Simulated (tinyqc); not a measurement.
# One-dimensional ballistic tunnel FET, two-band WKB: effects of single changes

A p-type source for x < 0 with its Fermi level at 0 and its valence edge at ds; in the channel the bands fall as D exp(-x/lam) towards their flat values, with the conduction edge at Ec = ds - dP and D = dP + Eg. The gate moves dP one to one. The drain Fermi level lies at -Vd and the drain side reflects nothing. For w = E - Ec between 0 and dP an electron crosses the gap. Two-band dispersion with equal masses m: inside the gap kappa = sqrt(m u (1 - u/Eg)/C), u the distance from a band edge, C = hbar^2/(2 m0).

Parameters, values chosen for the exercise; band and dielectric values those of a made-up semiconductor:
- T = 300 K (temperature)
- Eg = 0.449 eV (band gap)
- m = 0.02 m0 (band-edge mass of the two-band model)
- lam = 4.1 nm (screening length of the source junction)
- ds = 0.09 eV (source valence edge above the source Fermi level)
- Vd = 0.1 V (drain bias)
- g = 1 (number of degenerate subbands (spin apart))
- dP = 0.21 eV (tunnelling window Ev(source) - Ec(channel))

Constants: q = 1.602176634e-19 C, kB = 1.380649e-23 J/K, hbar = 1.054571817e-34 J s, h = 6.62607015e-34 J s, m0 = 9.1093837015e-31 kg, Vt = kB T/q, hbar^2/(2 m0) = 0.0380998212 eV nm^2. Results are converted to the units shown.

Each table varies one quantity; the others keep the values above.

## Effect of the source degeneracy

S(w) = 2 lam int_0^Eg kappa(u) du/(w + Eg - u) = 2 pi lam sqrt(m/(C Eg)) [w + Eg/2 - sqrt(w (w + Eg))], T(w) = exp(-S). I = g (2 q^2/h) int_0^dP T(w) [f(E) - f(E + Vd)] dw, E = ds - dP + w, f(x) = 1/(1 + exp(x/Vt)). Swing = d(dP)/d(log10 I).

Results:
```
ds (eV)    I (uA)  swing (mV/decade)
-0.05      0.5380              376.9
0.05       0.6515              242.5
0.1        0.3928              164.1
0.15       0.1675              108.0
0.2       0.04629              75.41
0.25     0.008448              62.62
0.3      0.001280              59.89
```

Estimate the missing row, ds = 0 eV.

Computed row:
```
ds (eV)  I (uA)  swing (mV/decade)
0        0.7590              320.9
```

With this row back in the table: I goes from 0.538 through a maximum of 0.759 (at ds = 0 eV among the rows listed) to 0.00128 uA, and the swing falls from 377 to 59.9 mV/decade. Once ds exceeds dP = 0.21 eV the whole window lies above the source Fermi level, in its thermal tail, and I falls with ds. The screening length is held fixed, though doping would change it. In every row S at w = dP is below 2, where a WKB prefactor of 1 is a rough guess.

## Transfer curve and swing

Same model as above.

Results:
```
dP (eV)  T(w = dP)    I (uA)  swing (mV/decade)
0.0094    0.009217  1.486e-4              12.96
0.014      0.01227  2.978e-4              17.66
0.021      0.01706  6.492e-4              23.87
0.03       0.02352  0.001389              30.71
0.045      0.03495  0.003686              40.16
0.066      0.05201   0.01067              50.99
0.097      0.07848   0.03636              66.44
0.21        0.1754    0.4458              178.4
0.31        0.2524     1.077              384.9
```

Estimate the missing row, dP = 0.14 eV.

Computed row:
```
dP (eV)  T(w = dP)  I (uA)  swing (mV/decade)
0.14        0.1160  0.1271              95.68
```

With this row back in the table: I rises from 1.49e-4 to 1.08 uA and the swing rises from 13.0 to 385 mV/decade. The thermionic limit is Vt ln 10 = 59.5 mV/decade; the swing stays under it up to dP = 0.066 eV among the rows, where I is 0.0107 uA, 0.99 % of the last row. Leakage below the onset is not in the model. In 2 of the 10 rows S at w = dP is below 2, where a WKB prefactor of 1 is a rough guess.

Program tinyqc, `OMP_NUM_THREADS=1 python tinyqc.py 2620009 2620010 out.jsonl`; Intel Xeon 2.30GHz, shared host, one thread, about 0.01 s.
